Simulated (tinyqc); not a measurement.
# MOSFET in the linear regime without short-channel effects, parameter extraction from computed curves: extraction methods against the temperature

Inversion charge Q = Cox n Vt W0(exp((Vg - VT)/(n Vt))), W0 the Lambert function and n = nf; u = Q/Cox; mobility mu = mu0/(1 + th1 u + th2 u^2); channel resistance Rch = (L - dL)/(W mu Q); Id = Vd/(Rch + Rsd/W). Cox = eps0 eox/tox. Small Vd, no channel-length or drain effects.

From the continuous curve Id(Vg): tangent at peak gm (V_ext = Vg - Id/gm); constant current Id = 0.1 uA W/L; peak of d2Id/dVg2; Y = Id/sqrt(gm) drawn through Vg = VT + 0.6 and VT + 0.8 V, with intercept VT_Y and slope s. Mobilities gm,max L/(W Cox Vd) and s^2 L/(W Cox Vd) with the drawn L. Last column: share of Rsd/W in the total resistance at VT + 0.8 V.

Inputs (values chosen for the exercise); channel values of the order met in silicon transistors:
- eox = 22 (relative permittivity of the gate insulator (close to hafnium oxide))
- tox = 4.8 nm (insulator thickness)
- mu0 = 210 cm^2/(V s) (low-field mobility)
- th1 = 0.45 1/V (first mobility attenuation factor)
- th2 = 0 1/V^2 (second mobility attenuation factor)
- VT = 0.42 V (threshold voltage)
- nf = 1.47 (body factor)
- W = 0.5 um (gate width)
- L = 1.5 um (drawn gate length)
- dL = 0.004 um (drawn less effective length)
- Rsd = 410 ohm um (source plus drain resistance)
- Vd = 0.05 V (drain voltage)

Constants: q = 1.602176634e-19 C, kB = 1.380649e-23 J/K, Vt = kB T/q, eps0 = 8.8541878128e-14 F/cm where lengths are in cm. Results are converted to the units shown.

Results:

| T (K) | V_ext (V) | constant current (V) | second derivative (V) | VT_Y (V) | mobility from gm (cm^2/(V s)) | mobility from Y (cm^2/(V s)) | series share (%) |
|---|---|---|---|---|---|---|---|
| 77 | 0.426 | 0.408 | 0.417 | 0.446 | 169 | 204 | 11.7 |
| 150 | 0.425 | 0.383 | 0.415 | 0.458 | 155 | 198 | 11.4 |
| 220 | 0.421 | 0.353 | 0.411 | 0.464 | 146 | 193 | 11.2 |
| 300 | 0.415 | 0.316 | 0.407 | 0.466 | 138 | 186 | 10.9 |
| 370 | 0.408 | 0.282 | 0.403 | 0.466 | 132 | 180 | 10.8 |
| 450 | 0.400 | 0.240 | 0.397 | 0.463 | 127 | 174 | 10.6 |

Estimate the missing row, T = 110 K.

Computed row:

| T (K) | V_ext (V) | constant current (V) | second derivative (V) | VT_Y (V) | mobility from gm (cm^2/(V s)) | mobility from Y (cm^2/(V s)) | series share (%) |
|---|---|---|---|---|---|---|---|
| 110 | 0.426 | 0.398 | 0.416 | 0.452 | 162 | 202 | 11.5 |

With this row back in the table: The model has VT = 0.42 V and mu0 = 210 cm^2/(V s). Over the table the extracted thresholds move by 26 mV (tangent), 170 mV (constant current), 21 mV (second derivative), 20 mV (Y function). The mobility from gm falls from 169 to 127 and that from Y falls from 204 to 174 cm^2/(V s).

tinyqc, about 0.01 s, one thread, Intel Xeon 2.30GHz (shared host): `OMP_NUM_THREADS=1 python tinyqc.py 2210115 2210116 out.jsonl`
